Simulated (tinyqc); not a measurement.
Stretching all distances: RHF, UHF, MP2, CISD and CCSD against full CI in the sto-3g basis, for H2, spin multiplicity 1. Computed by the program tinyqc with PySCF. 

Geometry (angstrom):
```
atom       x       y       z
H     0.0000  0.0000  0.0000
H     0.0000  0.0000  0.7140
```

All coordinates are multiplied by the scale. c0^2 is the weight of the RHF determinant in the lowest singlet FCI state (UHF is spin-contaminated and may lie near states of higher spin) and n(LUMO) the first natural occupation beyond the occupied space.

Full CI energy (hartree) and errors against it (kcal/mol):
```
scale   distance 1-2 (angstrom)     E(FCI)      RHF      UHF      MP2    CISD    CCSD  <S^2> UHF    c0^2  n(LUMO)
0.8800                   0.6283  -1.125039  10.1202  10.1202   3.3772  0.0000  0.0000     0.0000  0.9916   0.0168
1.0800                   0.7711  -1.136268  13.7578  13.7578   5.0471  0.0000  0.0000     0.0000  0.9858   0.0283
1.2900                   0.9211  -1.116821  18.7628  18.7628   7.4724  0.0000  0.0000     0.0000  0.9763   0.0474
1.5000                   1.0710  -1.085687  25.2959  25.2959  10.7786  0.0000  0.0000     0.0000  0.9615   0.0771
1.7000                   1.2138  -1.053687  33.2498  31.9405  14.9285  0.0000  0.0000     0.1863  0.9405   0.1190
1.9000                   1.3566  -1.023756  43.0727  30.8798  20.1259  0.0000  0.0000     0.5008  0.9114   0.1772
2.1100                   1.5065  -0.997108  55.3392  25.0866  26.5604  0.0000  0.0000     0.7017  0.8718   0.2564
```

UHF parts from RHF first at scale 1.7 of those listed, where <S^2> leaves zero. The weight c0^2 goes from 0.99 to 0.87 and n(LUMO) from 0.02 to 0.26: static correlation grows as the bonds break into open-shell fragments. The spread of the error along the curve, which distorts its shape, is CISD 0.0, CCSD 0.0, UHF 21.8, MP2 23.2, RHF 45.2 kcal/mol. With two electrons CISD and CCSD are exact.
